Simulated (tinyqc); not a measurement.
Inside a calculation. Model: resistance of a source-drain extension with a graded tip.

Numbers from tinyqc (`OMP_NUM_THREADS=1 python tinyqc.py 2282195 2282196 out.jsonl`; about 0.03 s on one thread of a shared Intel Xeon 2.30GHz). Printed values are rounded.

y runs along the channel, the gate covers y > 0. The doping is N0 for y < y0 and N0 10^(-(y - y0)/la) beyond, uniform over the depth xj. Sheet conductance s(y) = q mu(N) max(N - Nch, 0) xj + (for y > 0) ma Cox Vo, with mu(N) = u0 + (u1 - u0)/(1 + (N/Nr)^au) and Cox = eps0 eox/tox. Current is taken as one-dimensional; depletion of the tip, spreading and the contact are left out. The metallurgical junction lies at yj, where N = Nch.

Parameters, values chosen for the exercise; mobility law close to that of electrons in silicon:
```
symbol   value        unit                                                                 meaning
eox        3.9              relative permittivity of the gate insulator (close to silicon dioxide)
tox        1.2          nm                                                     insulator thickness
N0      8.3e19       cm^-3                        active doping of the extension far from the gate
la         4.3   nm/decade                                                      lateral abruptness
y0         2.5          nm          position under the gate where the fall begins (gate edge at 0)
xj          23          nm                                                  depth of the extension
Nch     1.1e18       cm^-3                                                          channel doping
Vo        0.37           V                                                          gate overdrive
ma         160  cm^2/(V s)                                      mobility of the gate-induced layer
u1        1414  cm^2/(V s)                                                  mobility at low doping
u0        68.5  cm^2/(V s)                                                 mobility at high doping
Nr      9.2e16       cm^-3                                                        reference doping
au       0.711                                                                            exponent
Lg          30          nm                                                             gate length
```

Constants: q = 1.602176634e-19 C, eps0 = 8.8541878128e-14 F/cm where lengths are in cm. Results are converted to the units shown.

## Sheet resistances and junction position

yj = y0 + la log10(N0/Nch); sheet resistance of the full extension 1/[q mu(N0)(N0 - Nch) xj] and of the gate-induced layer 1/(ma Cox Vo); metallurgical length Lg - 2 yj; ye is where the doped and the gate-induced conductances are equal.

yj = 10.57405 nm
sheet resistance of the extension = 419.0282 ohm/square
sheet resistance of the induced layer = 5870.109 ohm/square
metallurgical length = 8.851905 nm
ye = 8.106861 nm
N at ye = 4.122465e18 cm^-3

The gate takes over 2.47 nm before the junction, where N is still 3.75 times the channel doping.

## Resistance of the overlapped part

Midpoint rule on 10 equal steps from 0 to yj: R_ov = sum h/s(y), per width.

| point | y (nm) | N (cm^-3) | doped conductance (uS) | sheet resistance (ohm/square) |
|---|---|---|---|---|
| 0 | 0.5287024 | 8.3e19 | 2386.474 | 391.1095 |
| 1 | 1.586107 | 8.3e19 | 2386.474 | 391.1095 |
| 2 | 2.643512 | 7.686051e19 | 2224.017 | 417.6461 |
| 3 | 3.700917 | 4.363100e19 | 1334.187 | 664.6544 |
| 4 | 4.758321 | 2.476778e19 | 813.0178 | 1016.909 |
| 5 | 5.815726 | 1.405980e19 | 502.1077 | 1487.072 |
| 6 | 6.873131 | 7.981251e18 | 310.8048 | 2078.313 |
| 7 | 7.930535 | 4.530675e18 | 186.8388 | 2799.604 |
| 8 | 8.987940 | 2.571904e18 | 99.65431 | 3703.582 |
| 9 | 10.04534 | 1.459979e18 | 31.01797 | 4965.920 |

R_ov = 18.944 ohm um

The exact integral is 19.040 ohm um; the coarse sum is 0.50 % below it.
